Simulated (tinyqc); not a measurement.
From results back to parameters: Slater-Koster d bands of an fcc metal. Five cases, with inputs chosen for the exercise.

Problem. In an fcc d band with nearest neighbours E(t2g, Gamma) = 3 dds + 4 ddp + 5 ddd, E(eg, Gamma) = 1.5 dds + 6 ddp + 4.5 ddd, and at X = (1,0,0) the yz state has 3 dds - 4 ddp - 3 ddd. The three levels come from hidden integrals.

Find: dds, ddp, ddd.

Method. Three linear equations: the first less the third is 8 (ddp + ddd); twice the second less the first is 8 ddp + 4 ddd; their difference gives ddd.

Case 1.

levels (eV): t2g Gamma -0.6120, eg Gamma 0.5580, yz at X -2.1000

Solution.

dds, ddp, ddd (eV): -0.432  0.246  -0.060

Case 2.

levels (eV): t2g Gamma -1.3810, eg Gamma 1.1175, yz at X -4.7170

Solution.

dds, ddp, ddd (eV): -0.993  0.487  -0.070

Case 3.

levels (eV): t2g Gamma -1.7850, eg Gamma 1.1235, yz at X -5.0810

Solution.

dds, ddp, ddd (eV): -1.083  0.596  -0.184

Case 4.

levels (eV): t2g Gamma -0.7820, eg Gamma 0.4230, yz at X -2.1980

Solution.

dds, ddp, ddd (eV): -0.479  0.230  -0.053

Case 5.

levels (eV): t2g Gamma -0.3440, eg Gamma 0.9720, yz at X -2.5200

Solution.

dds, ddp, ddd (eV): -0.468  0.300  -0.028

Computed by tinyqc, one run a case: `OMP_NUM_THREADS=1 python tinyqc.py N N+1 out.jsonl` with N = 1450548, 1450565, 1450569, 1450625, 1450662; one thread of a shared Intel(R) Xeon(R) Processor @ 2.30GHz, about 0.06 s a run at most.
